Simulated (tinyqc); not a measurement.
# Valence-band offset from core levels (Kraut method), with the dipole against the affinity rule, step by step

Program tinyqc, `OMP_NUM_THREADS=1 python tinyqc.py 2410143 2410144 out.jsonl`; Intel Xeon 2.30GHz, shared host, one thread, about 0.01 s. Printed values are rounded.

Binding energies are counted downwards from the Fermi level. dEv > 0 means that the valence edge of B lies below that of A, dEc > 0 that the conduction edge of B lies above that of A; dEc + dEv = EgB - EgA. The spectra are made-up values treated as data.

Inputs (values chosen for the exercise); gaps and affinities close to those of gallium nitride (A) and aluminium oxide (B): gap of the substrate A EgA = 3.35 eV; gap of the overlayer B EgB = 8.75 eV; electron affinity of A chiA = 4.17 eV; electron affinity of B chiB = 0.99 eV; core level of bare A cA = 54.85 eV; core level of thick B cB = 62.66 eV; valence-band maximum of thick B vB = 2.56 eV; relative permittivity inside the dipole layer ei = 8.9; thickness of the dipole layer dd = 0.23 nm; core level of A under a thin film of B iA = 54.61 eV; core level of B in that thin film iB = 62.77 eV; background counts in the gap bg = 21.

Constants: q = 1.602176634e-19 C, eps0 = 8.8541878128e-14 F/cm where lengths are in cm. Results are converted to the units shown.

## Valence-band maximum of bare A

```
point	binding energy (eV)	counts on the leading edge
0	1.41	223
1	1.53	312
2	1.65	410
3	1.77	503
4	1.89	608
5	2.01	677
```

Fit a straight line to the leading edge by least squares; the maximum vA lies where it meets the background.

slope = 774.048 counts/eV
intercept = -868.121 counts
vA = 1.14867 eV

## Offsets

dEv = (iB - iA) - (cB - vB) + (cA - vA), dEc = EgB - EgA - dEv.

cA - vA = 53.7013 eV
cB - vB = 60.1 eV
iB - iA = 8.16 eV
dEv = 1.76133 eV
dEc = 3.63867 eV

The alignment is type I (straddling). Both offsets exceed 1 eV, the usual requirement for a gate dielectric. A rigid shift of all levels, by charging or doping, cancels in the differences.

## Interface dipole

The affinity rule gives dEc(0) = chiA - chiB; the dipole step is D = dEc - dEc(0), and two sheets of opposite charge dd apart hold N = eps0 ei |D|/(q dd).

dEc(0) = 3.18 eV
D = 0.458665 eV
N = 9.80835e13 cm^-2
field in the dipole layer = 19.9420 MV/cm

N is 0.14 elementary charges for each of about 7e14 surface atoms per cm^2.
